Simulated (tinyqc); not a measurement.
What each parameter does: localisation in a chain with random site energies (transfer matrices).

Hopping -t; leads with site energy 0, E = -2t cos(ka). psi_(j+1) = ((e_j - E)/t) psi_j - psi_(j-1), a product of matrices M_j = [[(e_j - E)/t, -1], [1, 0]]. For M = M_N ... M_1 the transmission is T = 4 sin^2(ka)/|M21 - M12 + M22 exp(ika) - M11 exp(-ika)|^2. Long samples draw e_j = W (x_j/2147483647 - 1/2) from x_j = 16807 x_(j-1) mod 2147483647, starting at x0. The localisation length xi, in sites, is defined by ln T = -2N/xi on average; weak disorder gives xi = 24 (4t^2 - E^2)/W^2, and the mean free path for backscattering is xi/2.

Numerical xi = N/ln sqrt(psi_(N+1)^2 + psi_N^2) for N = 20000 sites from psi_1 = 1, psi_0 = 0; its statistical error is about xi sqrt(xi/N).

Inputs chosen for the exercise: t = 0.53 eV (hopping); E = -0.39 eV (energy); W = 0.89 eV (full width of the disorder); x0 = 5206 (start of the number sequence).

Numerical and weak-disorder xi.

One parameter was then changed.

Results before and after:
```
case     numerical xi (sites)  weak-disorder xi (sites)
base                    27.26                     29.44
changed                 19.32                     20.44
```

Which of these changes was made? (a) E = -0.27 eV; (b) W = 1.068 eV; (c) x0 = 5207; (d) t = 0.609 eV.
Answer: (b) W = 1.068 eV. Of the candidates, run in turn, only this one gives the changed row.

All candidates:
```
case          numerical xi (sites)  weak-disorder xi (sites)
base                         27.26                     29.44
t = 0.609 eV                 40.58                     40.34
E = -0.27 eV                 32.18                     31.84
W = 1.068 eV                 19.32                     20.44
x0 = 5207                    30.81                     29.44
```

A new x0 is another sample of the same disorder; its shift is one draw of the statistical scatter, about xi sqrt(xi/N); the other rows share one sample, so their errors are correlated.

Run: tinyqc, `OMP_NUM_THREADS=1 python tinyqc.py 1481806 1481807 out.jsonl`; Intel(R) Xeon(R) Processor @ 2.30GHz, one thread, shared host; about 0.1 s of CPU time with all checks.
